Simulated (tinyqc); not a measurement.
# Floating body of a partially depleted SOI transistor: body voltage and kink, step by step

Computed by the program tinyqc: `OMP_NUM_THREADS=1 python tinyqc.py 2182168 2182169 out.jsonl`, one thread of a shared Intel Xeon 2.30GHz, about 0.2 s for the whole run. Printed values are rounded.

Source at 0 V. Channel current Ic = 2 nf K Vt^2 [F(0) - F(Vd)](1 + la Vd), F(V) = ln^2(1 + exp((Vg - VT - nf V)/(2 nf Vt))), VT = VT0 - gb Vb. Saturation voltage Vs = 2 Vt sqrt(F(0)) + 3 Vt, excess Ve = (Vd - Vs + sqrt((Vd - Vs)^2 + 0.0004 V^2))/2, multiplication M1 = Ai Ve exp(-Bl/Ve). Each junction passes D(v) = J1 (exp(v/Vt) - 1) + J2 (exp(v/(2 Vt)) - 1). Bipolar current Ib = bb J1 (exp(Vb/Vt) - 1). The body settles where M1 (Ic + Ib) = D(Vb) + D(Vb - Vd) + Vb/Rb; drain current Id = (1 + M1)(Ic + Ib) - D(Vb - Vd).

Inputs (values chosen for the exercise); values of the order met in partially depleted silicon-on-insulator transistors:
- T = 300 K (temperature)
- VT0 = 0.53 V (threshold at zero body voltage)
- gb = 0.12 (fall of the threshold per volt of body voltage)
- nf = 1.2 (slope factor)
- K = 130 uA/(V^2 um) (gain factor per width)
- la = 0.08 1/V (channel-length modulation factor)
- Ai = 3.93 1/V (impact-ionisation prefactor)
- Bl = 4.7 V (impact-ionisation voltage)
- J1 = 2.4e-12 uA/um (diffusion saturation current of each junction)
- J2 = 7.1e-9 uA/um (recombination saturation current of each junction)
- bb = 0.5 (gain of the lateral bipolar transistor on the diffusion current)
- Rb = 1e9 kohm um (resistance of a weak body tie to the source (1e9 stands for no tie, and the term is then dropped))
- Vg = 0.52 V (gate voltage)
- Vd = 1.4 V (drain voltage)

Constants: q = 1.602176634e-19 C, kB = 1.380649e-23 J/K, Vt = kB T/q. Results are converted to the units shown.

Range of the model: The multiplication law is an empirical form chosen for the exercise; self-heating and capacitive coupling to the body are left out, and the linear laws are rough once Vb passes about 0.7 V or M1 about 0.1.

## Starting value

Vb = 0.71 V.

Vb at the start = 0.71 V

## Iteration 1: new Vb

Current into the body I_in = M1 (Ic + Ib) - D(Vb - Vd), current out I_out = D(Vb) + Vb/Rb; f = ln(I_in/I_out), s = df/dVb by central differences over 1e-5 V, Vb(new) = Vb - f/s.

Ic = 0.502784 uA/um
Ve = 1.24639 V
M1 = 0.112815
I_in = 0.171279 uA/um
I_out = 2.03742 uA/um
f = -2.47615
s = -12.3726 1/V
Vb after iteration 1 = 0.509868 V

## Iteration 2: new Vb

As before.

Ic = 0.327463 uA/um
Ve = 1.26108 V
M1 = 0.119271
I_in = 0.0391094 uA/um
I_out = 0.00101843 uA/um
f = 3.64810
s = -34.0452 1/V
Vb after iteration 2 = 0.617023 V

## Course of the iteration

Stop when the step is below 1e-10 V, or after 40 iterations.

Course of the iteration:
```
iteration  Vb before the step (V)  step (V)
1                            0.71    -0.200
2                        0.509868     0.107
3                        0.617023  -3.00e-3
4                        0.614027   8.87e-6
5                        0.614036  7.20e-11
```

Converged in 5 iterations.

## Drain current with floating and with grounded body

converged Vb = 0.614036 V

Id and VT at the converged Vb, Id at Vb = 0, their ratio, and the bipolar share Ib/(Ic + Ib).

VT = 0.456316 V
Id, floating = 0.487228 uA/um
Id, grounded = 0.0996205 uA/um
ratio = 4.89084
bipolar share = 5.68136 %

The body rises to 0.614 V and lowers the threshold by 73.7 mV.
